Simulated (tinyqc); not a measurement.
# Thermionic-field emission through a Schottky barrier, WKB: current against forward bias

Metal on an n-type semiconductor with one parabolic valley; V > 0 is forward bias (metal positive). Energies E are counted from the conduction edge of the neutral semiconductor, whose Fermi level lies at -xi; that of the metal lies at -xi - V. The barrier is a parabola of height Vd = phi - xi - V (depletion approximation, no image force).

Nc = 2 (2 pi me m0 kB T/h^2)^1.5 (times 1e-6 for cm^-3); Nd = Nc F12(-xi/Vt), F12(x) = (2/sqrt(pi)) int_0^infinity sqrt(u)/(1 + exp(u - x)) du; E00 = (hbar/2) sqrt(Nd/(me m0 eps0 eps_r)) in SI units (volts). For E < Vd, ln T(E) = -(Vd/E00) [sqrt(1 - y) - y ln((1 + sqrt(1 - y))/sqrt(y))], y = E/Vd; T(E) = 1 above. J = A* T (q/kB) int_0^infinity T(E) N(E) dE, N = ln[(1 + exp((-xi - E)/Vt))/(1 + exp((-xi - V - E)/Vt))], A* = 4 pi q me m0 kB^2/h^3 (times 1e-4 for A/(cm^2 K^2)). The integral is converged to the digits shown; the share over the barrier is that of E > Vd, and 0 means below 1e-6 %. n = (dV/d ln J)/Vt.

Inputs (values chosen for the exercise); band and dielectric values those of a made-up semiconductor:
```
symbol   value   unit                             meaning
T          300      K                         temperature
me       0.462     m0                       electron mass
eps_r     8.23                      relative permittivity
phi       0.78     eV  barrier height seen from the metal
Nd      1.2e19  cm^-3                       donor density
```

Constants: q = 1.602176634e-19 C, kB = 1.380649e-23 J/K, eps0 = 8.8541878128e-12 F/m, hbar = 1.054571817e-34 J s, h = 6.62607015e-34 J s, m0 = 9.1093837015e-31 kg, Vt = kB T/q. Results are converted to the units shown.

Result of one run:

| V (V) | J (A/cm^2) | share over the barrier (%) | mean E/Vd | n |
|---|---|---|---|---|
| 0.241 | 48.58 | 9.07e-3 | 0.3186 | 1.557 |

What becomes of these results when the bias V is changed from 0.241 to 0.585 V, all else the same?

Result of the changed run:

| V (V) | J (A/cm^2) | share over the barrier (%) | mean E/Vd | n |
|---|---|---|---|---|
| 0.585 | 1.932e5 | 1.37 | 0.4099 | 1.707 |

The whole series:

| V (V) | J (A/cm^2) | share over the barrier (%) | mean E/Vd | n |
|---|---|---|---|---|
| 0.103 | 1.517 | 1.37e-3 | 0.3068 | 1.497 |
| 0.172 | 8.693 | 3.51e-3 | 0.3120 | 1.545 |
| 0.241 | 48.58 | 9.07e-3 | 0.3186 | 1.557 |
| 0.31 | 268.1 | 0.0237 | 0.3272 | 1.569 |
| 0.379 | 1458 | 0.0629 | 0.3385 | 1.585 |
| 0.447 | 7576 | 0.168 | 0.3538 | 1.608 |
| 0.516 | 3.916e4 | 0.469 | 0.3759 | 1.645 |
| 0.585 | 1.932e5 | 1.37 | 0.4099 | 1.707 |

J rises from 1.52 to 1.93e5 A/cm^2, and n rises from 1.50 to 1.71. The Padovani-Stratton slope is (E00/Vt) coth(E00/Vt) = 1.49; the middle row is 6.3 % above it.

Range of the model: The depletion approximation, a parabolic band and the neglect of image-force lowering make these currents estimates at high doping.

Program tinyqc, `OMP_NUM_THREADS=1 python tinyqc.py 2640160 2640161 out.jsonl`; Intel Xeon 2.30GHz, shared host, one thread, about 0.06 s.
